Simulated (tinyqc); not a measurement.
Inside a calculation. Method: Hubbard ring of 3 sites. One step of it, computed by the program tinyqc.

Task: The many-body Hamiltonian. Basis: all placements (u, d, 2, 0 on each site), up operators ordered before down ones; hops carry the sign of the same-spin electrons passed.

one-body matrix (hopping and site energies) (eV):
```
           1          2          3
1   0.450000  -0.720000  -0.720000
2  -0.720000   0.910000  -0.720000
3  -0.720000  -0.720000   0.930000
```

U = 2.400000 eV

electrons, up and down: 2  2

Give: H.

Result:

H (eV):
```
        220     2ud     u2d     2du     202     ud2     d2u     du2
220   7.520  -0.720   0.720  -0.720   0.000   0.000   0.720   0.000
2ud  -0.720   5.140  -0.720   0.000  -0.720   0.000   0.000   0.720
u2d   0.720  -0.720   5.600   0.000   0.000  -0.720   0.000   0.000
2du  -0.720   0.000   0.000   5.140  -0.720   0.720  -0.720   0.000
202   0.000  -0.720   0.000  -0.720   7.560  -0.720   0.000  -0.720
ud2   0.000   0.000  -0.720   0.720  -0.720   5.620   0.000   0.000
d2u   0.720   0.000   0.000  -0.720   0.000   0.000   5.600  -0.720
du2   0.000   0.720   0.000   0.000  -0.720   0.000  -0.720   5.620
022   0.000   0.000   0.720   0.000   0.000  -0.720   0.720  -0.720

        022
220   0.000
2ud   0.000
u2d   0.720
2du   0.000
202   0.000
ud2  -0.720
d2u   0.720
du2  -0.720
022   8.480
```
